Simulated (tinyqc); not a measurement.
Hubbard chain of 2 sites, step by step. One step of it, computed by the program tinyqc.

Problem. The many-body Hamiltonian. Basis: all placements (u, d, 2, 0 on each site), up operators ordered before down ones; hops carry the sign of the same-spin electrons passed.

one-body matrix (hopping and site energies) (eV):
```
           1          2
1  -0.320000  -1.380000
2  -1.380000  -0.450000
```

U = 7.800000 eV

electrons, up and down: 1  1

Give: H.

Solution.

H (eV):
```
        20      ud      du      02
20   7.160  -1.380  -1.380   0.000
ud  -1.380  -0.770   0.000  -1.380
du  -1.380   0.000  -0.770  -1.380
02   0.000  -1.380  -1.380   6.900
```
